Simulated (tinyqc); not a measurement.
Length offset and series resistance from crossing lines.

Problem. R_total = Rs + k (L - dL)/Vo with constant Rs, dL and k. Find k, dL and Rs.

R_total at (L, Vo) = (50, 0.39), (150, 0.39), (50, 0.91) and (150, 0.91), L in nm and Vo in V (ohm um): [660.46154, 1968.1538, 363.05495, 923.49451]

Answer. At each overdrive R is a straight line in L with slope k/Vo; the two lines cross at L = dL, R = Rs.

k = 5.100 ohm um V/nm
dL = 10.20 nm
Rs = 140.0 ohm um

Program tinyqc, `OMP_NUM_THREADS=1 python tinyqc.py 2282069 2282070 out.jsonl`; Intel Xeon 2.30GHz, shared host, one thread, about 0.03 s.
